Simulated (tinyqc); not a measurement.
Thermionic emission over a Gaussian spread of barriers: one step of the calculation.

Metal on an n-type semiconductor with one parabolic valley; V > 0 is forward bias (metal positive). Patches of barrier height b are spread as a Gaussian with mean phi - r2 V and variance sg^2 + r3 V; each carries A* T^2 exp(-b/Vt) [exp(V/Vt) - 1].

Task. The same mean by Simpson's rule. With mean mu and deviation s at this bias, take nb equally spaced b from mu - s^2/Vt - 3.5 s to mu + s, the Gaussian density g(b) and y = g exp(-(b - mu)/Vt); the integral I of y gives phi_ap = mu - Vt ln I.

Values chosen for this exercise; band and dielectric values close to those of gallium arsenide:
```
symbol,value,unit,meaning
T,300,K,temperature
phi,0.57,eV,barrier height seen from the metal
sg,0.033,eV,standard deviation of the barrier heights
r2,-0.059,,"shift of the mean barrier per volt, with its sign reversed (rho2)"
r3,-0.0021,V,change of sg^2 per volt (rho3)
V,0.15,V,bias
nb,11,,barrier heights sampled
```

Constants: q = 1.602176634e-19 C, kB = 1.380649e-23 J/K, Vt = kB T/q. Results are converted to the units shown.

Give: b; g; y; I; phi_ap.

Result.

```
point	b (eV)	g (1/eV)	y (1/eV)
0	0.4515	4.066e-4	0.05597
1	0.4671	0.004466	0.3373
2	0.4826	0.03594	1.490
3	0.4981	0.2119	4.820
4	0.5136	0.9157	11.43
5	0.5291	2.899	19.86
6	0.5446	6.726	25.28
7	0.5601	11.43	23.59
8	0.5756	14.24	16.13
9	0.5912	13.00	8.078
10	0.6067	8.697	2.965
```

I = 1.750
phi_ap = 0.5644 eV

Computed by the program tinyqc: `OMP_NUM_THREADS=1 python tinyqc.py 2640169 2640170 out.jsonl`, one thread of a shared Intel Xeon 2.30GHz, about 0.01 s for the whole run.
